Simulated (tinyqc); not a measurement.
Admittance spectroscopy and thermally stimulated current of one trap level in a depletion layer. From peak temperature T_m back to trap depth E_t below the band. Computed by tinyqc, a small Python program. Command: `OMP_NUM_THREADS=1 python tinyqc.py 3111296 3111297 out.jsonl admit inv`. One thread of a shared host (Intel(R) Xeon(R) Processor @ 2.30GHz), about 0.02 s of CPU time with the checks.

A Schottky junction on n-type material holds one donor-like electron trap; shallow donors are fully ionised and abrupt depletion edges are assumed.

Inputs (values chosen for the exercise, modelled on n-type silicon): density-of-states mass m = 1.1 m_0; capture cross section sigma = 1.2e-17 cm^2; heating rate beta = 0.15 K/s.

Constants: k_B = 1.380649e-23 J/K; m_0 = 9.1093837015e-31 kg; h = 6.62607015e-34 J s; k_B = 8.617333262e-05 eV/K.

Method:
- N_c = 2 (2 pi m k_B T/h^2)^(3/2), v_th = sqrt(3 k_B T/m), emission rate e_n = sigma v_th N_c exp(-E_t/(k_B T)).
- Thermally stimulated current without retrapping: filled share n(T) = exp(-(1/beta) int e_n dT), current proportional to e_n n; the peak obeys beta (E_t/(k_B T^2) + 2/T) = e_n(T). The integral starts at 0.5 T_m and uses 4000 trapezoid steps to 1.2 T_m.
- Chen's first-order estimate from the full width W = T_2 - T_1 between the half-height points: E = 2.52 k_B T_m^2/W - 2 k_B T_m.

Question. A run gave the result below. Find the trap depth E_t below the band, known to lie between 0.42 and 0.83 eV.

peak temperature T_m = 251.1223 K

Answer.

Each step takes the trial c = (a f_b - b f_a)/(f_b - f_a), f being the result less the target and a, b, c the logarithms of the listed values; c replaces end b, the old b replaces a if the sign of f changed, and otherwise f_a is halved.

Scan of the range:
```
trap depth E_t below the band (eV)  peak temperature T_m (K)
0.420                                                194.363
0.470                                                214.998
0.527                                                238.277
0.590                                                263.740
0.661                                                292.144
0.741                                                323.823
0.830                                                358.709
```

False position (Illinois rule, in the logarithm of the input) inside the bracket:
```
step     end a     end b     trial  peak temperature T_m (K)
1     0.527000  0.590000  0.557892                   250.796
2     0.590000  0.557892  0.558680                   251.114
3     0.590000  0.558680  0.558719                   251.130
4     0.558680  0.558719  0.558700                   251.122
```

Peak temperature T_m rises at every point of a 13-point scan of the range (every second point is shown), so one value fits; it is bracketed by 0.527 and 0.590. Answer: trap depth E_t below the band = 0.5587 eV.
